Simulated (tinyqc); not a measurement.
The product rho l across metals: free and nearly free electrons in a metal.

Constants: hbar^2/2m0 = 3.80998211 eV angstrom^2; hbar = 6.58211957e-16 eV s.

Free electrons with m = 1; fcc cells hold 4 atoms and bcc cells 2; n = atoms z/a^3, kF = (3 pi^2 n)^(1/3), rho l = hbar kF/(n e^2), e = 1.602176634e-19 C. Inputs are chosen for the exercise.

Cases:
```
case     lattice  a (angstrom)  z  rho (micro-ohm cm)
near Ca      fcc         5.622  2                3.59
near K       bcc         5.267  1                7.65
near Li      bcc         3.465  1                9.47
near Al      fcc         4.026  3                2.66
near Ag      fcc         4.053  1                1.66
near Na      bcc         4.193  1                4.25
```

Rank the cases by rho l (1e-16 ohm m^2), lowest first.

Answer: near Al, near Ag, near Li, near Ca, near Na, near K.

Results:
```
case     lattice  a (angstrom)  z  rho (micro-ohm cm)  kF (1/angstrom)  EF (eV)  l (nm)  rho l (1e-16 ohm m^2)
near Ca      fcc         5.622  2                3.59            1.101     4.61    28.0                  10.04
near K       bcc         5.267  1                7.65            0.740     2.09    29.0                  22.21
near Li      bcc         3.465  1                9.47            1.125     4.82    10.2                   9.61
near Al      fcc         4.026  3                2.66            1.759    11.79    14.8                   3.93
near Ag      fcc         4.053  1                1.66            1.212     5.59    49.9                   8.29
near Na      bcc         4.193  1                4.25            0.930     3.29    33.1                  14.08
```

rho l falls as n^(-2/3): it is lowest for the case near Al and highest for near K. The lowest bulk rho belongs to near Ag; in very narrow wires, where rho l rules, the order changes. Real Fermi surfaces depart from spheres, most for the polyvalent and noble metals.

tinyqc: `OMP_NUM_THREADS=1 python tinyqc.py 1680661 1680662 out.jsonl`; about 0.01 s, one thread, shared Intel(R) Xeon(R) Processor @ 2.30GHz.
